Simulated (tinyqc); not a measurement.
Inside a calculation. Model: image-sensor pixel with a pinned photodiode, signal and noise.

tinyqc, about 0.01 s, one thread, Intel Xeon 2.30GHz (shared host): `OMP_NUM_THREADS=1 python tinyqc.py 2630126 2630127 out.jsonl` Printed values are rounded.

A buried n layer between a heavily doped p+ surface layer and a p layer is emptied into a floating diffusion, read through a source follower with correlated double sampling (reset noise cancelled). One-dimensional abrupt junctions; no blooming, lag or crosstalk.

Parameters, values chosen for the exercise; material values close to those of silicon:
- T = 293 K (temperature)
- Eg = 1.12 eV (band gap)
- eps_r = 11.9 (relative permittivity of the semiconductor)
- Nc = 2.7e19 cm^-3 (conduction-band density of states at T)
- Nv = 2.61e19 cm^-3 (valence-band density of states at T)
- A = 0.59 um^2 (photodiode area)
- Nn = 6.7e16 cm^-3 (doping of the buried n layer)
- a = 310 nm (thickness of that layer)
- Np = 7.6e15 cm^-3 (doping of the p layer below)
- Vb = 0.8 V (built-in voltage)
- Cf = 0.99 fF (floating-diffusion capacitance)
- dV = 1.2 V (usable swing of the floating diffusion)
- As = 0.89 (source-follower gain)
- vn = 70 uV (read noise at the output)
- al = 0.0186 1/um (absorption coefficient (light near 940 nm))
- Rf = 0.19 (optical loss before the silicon)
- x1 = 0.09 um (dead layer)
- x2 = 6 um (depth of collection)
- tg = 0.0033 s (generation lifetime)
- Wd = 1.3 um (depleted depth)
- Jd = 1.5e7 x 1e-20 cm^4/s (diffusion dark flux per ni^2)
- pr = 0.6 % (gain non-uniformity)
- ti = 33 ms (exposure)
- Ph = 49 (photons on the photodiode per exposure)

Constants: q = 1.602176634e-19 C, kB = 1.380649e-23 J/K, Vt = kB T/q, eps0 = 8.8541878128e-14 F/cm where lengths are in cm. Results are converted to the units shown.

## Pinning voltage and diode capacity

With k = 1 + Nn/Np, the two depletion regions meet at depth x = a sqrt(k)/(1 + sqrt(k)) from the p+ side; pinning voltage Vp = q Nn x^2/(2 eps0 eps_r) - Vb. Electrons in the diode at zero bias: Nn A [a - x0 (1 + 1/sqrt(k))], x0 = sqrt(2 eps0 eps_r Vb/(q Nn)).

k = 9.81579
x = 234.994 nm
Vp = 2.01303 V
diode capacity = 5719.29 electrons

## Full well, conversion gain and read noise

Floating-diffusion limit Cf dV/q; full well FW is the smaller of the two; conversion gain CG = q As/Cf; read noise in electrons vn/CG. Reset noise sqrt(kB T Cf)/q is listed for comparison.

floating-diffusion limit = 7414.91 electrons
FW = 5719.29 electrons
CG = 144.034 uV/electron
read noise = 0.485996 electrons
reset noise = 12.4906 electrons

The photodiode limits the full well. Without double sampling the reset noise would be 25.7 times the read noise.

## Quantum efficiency and dark current

QE = (1 - Rf)[exp(-al x1) - exp(-al x2)]. ni = sqrt(Nc Nv) exp(-Eg/(2 Vt)), Eg in volts; dark rates ni Wd A/tg (generation) and Jd ni^2 A (diffusion).

QE = 0.0841796
ni = 6.18959e9 cm^-3
generation rate = 1.43861 electrons/s
diffusion rate = 0.0339052 electrons/s

Of the light that enters, 0.17 % is lost in the dead layer and 89 % passes the collecting depth.

## Noise budget

Signal S = QE Ph; variance = S + dark rate x ti + (read noise)^2 + (pr S)^2; SNR = 20 log10(S/noise); dynamic range 20 log10(FW/noise at S = 0).

S = 4.12480 electrons
variances (electrons^2): photon shot 4.12480, dark shot 0.0485930, read 0.236192, non-uniformity 6.12503e-4
noise = 2.10005 electrons
SNR = 5.86348 dB
dynamic range = 80.6017 dB

The largest part, 93.5 % of the variance, is photon shot noise.
